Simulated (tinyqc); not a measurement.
## Electron continuity equation in a given potential, Scharfetter-Gummel discretisation: current and errors against the applied potential

Steady state in one dimension: J = q mu n E + q D dn/dx with E = -dpsi/dx and D = mu Vt, dJ/dx = 0, fixed densities nL and nR at the ends. The potential is given, psi = U x/L - Ub exp(-((x/L - xb)/sb)^2), and is not changed by the electrons.

11 equal intervals. Fluxes J_i = (q D/h)(n_(i+1) P_i - n_i Q_i), d_i = (psi_(i+1) - psi_i)/Vt: Scharfetter-Gummel P = B(d), Q = B(-d), B(d) = d/(exp(d) - 1); central P = 1 - d/2, Q = 1 + d/2; upwind P = 1 + max(-d, 0), Q = 1 + max(d, 0). Balance at each inner node: J_i - J_(i-1) = 0. The reference is Scharfetter-Gummel on 4000 intervals or more. Errors are those of J on the first interval against the reference at its midpoint; errors under 1e-6 % are printed as 0.

Parameters, values chosen for the exercise; mobility that of a made-up semiconductor: temperature T = 350 K; electron mobility mu = 31200 cm^2/(V s); length of the region L = 0.25 um; density at x = 0 nL = 2.1e14 cm^-3; density at x = L nR = 6.2e14 cm^-3; depth of the dip in psi (a barrier for electrons) Ub = 0.2 V; position of the barrier over L xb = 0.4; width of the barrier over L sb = 0.12.

Constants: q = 1.602176634e-19 C, kB = 1.380649e-23 J/K, Vt = kB T/q. Results are converted to the units shown.

Result of one run:
```
largest |d|,reference J (A/cm^2),SG error (%),central error (%),upwind error (%),"most negative central n (cm^-3), 0 if none"
6.068,-2.619e4,2.29,18.1,-18.2,0
```

Which potential difference psi(L) - psi(0) U gave this result: 0.066, 0.17, 0.5 or 0.73 V?

U = 0.73 V.

The whole series:
```
U (V),largest |d|,reference J (A/cm^2),SG error (%),central error (%),upwind error (%),"most negative central n (cm^-3), 0 if none"
0.017,3.919,15.88,53.9,-4330,2630,-2.34e13
0.066,4.066,-29.80,53.2,-587,1330,-9.59e12
0.17,4.380,-169.8,50.2,-1200,1090,-1.87e13
0.33,4.862,-1246,40.4,-1260,320,-1.92e14
0.5,5.375,-7416,21.2,858,41.9,-1.56e16
0.73,6.068,-2.619e4,2.29,18.1,-18.2,0
1,6.882,-4.145e4,-0.304,-6.97,-14.5,0
1.5,8.389,-6.293e4,-0.182,-3.25,-4.64,0
```

The reference current falls from 15.9 to -62900 A/cm^2. The largest errors in size are 54 % (Scharfetter-Gummel), 4300 % (central) and 2600 % (upwind). Central differences give negative densities for U = 0.017, 0.066, 0.17, 0.33, 0.5 V; these rows have |d| above 2, which makes negative values possible though not certain.

Range of the model: The drift velocity mu E exceeds 1e7 cm/s somewhere, where real mobilities no longer stay constant.

Numbers from tinyqc (`OMP_NUM_THREADS=1 python tinyqc.py 2220107 2220108 out.jsonl`; about 0.01 s on one thread of a shared Intel Xeon 2.30GHz).
